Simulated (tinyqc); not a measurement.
Rectangular fin or nanosheet with a gate all round, subbands and threshold shift from confinement: one step of the calculation.

Undoped body with a flat potential across it, hard walls, transport along x. One isotropic valley (g = 1, mx = my = mz = me). Non-parabolicity enters the subband edges through E (1 + al E) = gamma, so E = 2 gamma/(1 + sqrt(1 + 4 al gamma)); motion within a subband is taken as parabolic with the band-edge mass. Energies are counted from the bulk band edge.

Problem. Threshold shift. Each subband has N_k = g sqrt(2 mx m0 kB T/(pi hbar^2)); without degeneracy n = exp(EF/Vt) sum N_k exp(-E_k/Vt). Classical value Nc times t H, Nc = sum over valleys of 2 g (m m0 kB T/(2 pi hbar^2))^1.5 with m = (mx my mz)^(1/3). Threshold shift dVT = Vt ln(classical value/sum N_k exp(-E_k/Vt)). Use the subbands listed.

Parameters, values chosen for the exercise; masses close to those of In0.53Ga0.47As: temperature T = 300 K; mass at the band edge me = 0.0406 m0; width (along y) t = 11 nm; height (along z) H = 66 nm.

Constants: q = 1.602176634e-19 C, kB = 1.380649e-23 J/K, hbar = 1.054571817e-34 J s, m0 = 9.1093837015e-31 kg, Vt = kB T/q. Results are converted to the units shown.

```
subband	E_k (eV)	N_k (cm^-1)
1,1	0.071941914	9.3642648e5
1,2	0.077284210	9.3642648e5
1,3	0.086053305	9.3642648e5
1,4	0.098062466	9.3642648e5
1,5	0.11307720	9.3642648e5
1,6	0.13083493	9.3642648e5
```

Give: shares; sum N_k exp(-E_k/Vt); Nc; classical value; dVT.

Solution.

shares, subband 1,1 to 1,6 (%): 32.65  26.55  18.92  11.89  6.65  3.35
sum N_k exp(-E_k/Vt) = 1.774e5 cm^-1
Nc = 2.053e17 cm^-3
classical value = 1.490e6 cm^-1
dVT = 55.02 mV

Range of the model: Non-parabolicity also makes carriers heavier within each subband, which is left out, so densities of states are understated at high energy.

Program tinyqc, `OMP_NUM_THREADS=1 python tinyqc.py 2350035 2350036 out.jsonl`; Intel Xeon 2.30GHz, shared host, one thread, about 0.09 s.
